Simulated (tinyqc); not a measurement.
## Length offset and series resistance from crossing lines

Inverse problem. R_total = Rs + k (L - dL)/Vo with constant Rs, dL and k. Find k, dL and Rs.

R_total at (L, Vo) = (60, 0.41), (120, 0.41), (60, 0.99) and (120, 0.99), L in nm and Vo in V (ohm um): 296.95122  516.46341  187.42424  278.33333

Answer. At each overdrive R is a straight line in L with slope k/Vo; the two lines cross at L = dL, R = Rs.

k = 1.50 ohm um V/nm
dL = 8.90 nm
Rs = 110 ohm um

Numbers from tinyqc (`OMP_NUM_THREADS=1 python tinyqc.py 2282211 2282212 out.jsonl`; about 0.03 s on one thread of a shared Intel Xeon 2.30GHz).
